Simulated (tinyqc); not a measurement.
## Landau coefficients from the transition

Question. u = a0 (T - T0) P^2 + be P^4 + ga P^6 (P in uC/cm^2, E in kV/cm, u in mJ/cm^3). Above the transition chi = Cw/(T - T0) with Cw = 1/(2 eps0 a0); at TC = T0 + be^2/(4 a0 ga) the polarisation jumps by sqrt(-be/(2 ga)). Find a0, be and ga.

Values chosen for this exercise:
```
symbol,value,unit,meaning
T0,350,K,Curie-Weiss temperature
```

Constants: eps0 = 8.8541878128e-14 F/cm where lengths are in cm. Results are converted to the units shown.

TC = 380.411184 K
jump of P at TC = 15.0437957 uC/cm^2
Curie constant = 3.52940334e5 K

Answer. The Curie constant gives a0. At TC both u = 0 and du/dP = 0, which give ga = al/P^4 and be = -2 al/P^2 with al = a0 (TC - T0).

a0 = 0.01600 kV cm/(uC K)
be = -0.004300 kV cm^5/uC^3
ga = 9.500e-6 kV cm^9/uC^5

Program tinyqc, `OMP_NUM_THREADS=1 python tinyqc.py 2860116 2860117 out.jsonl`; Intel Xeon 2.30GHz, shared host, one thread, about 0.01 s.
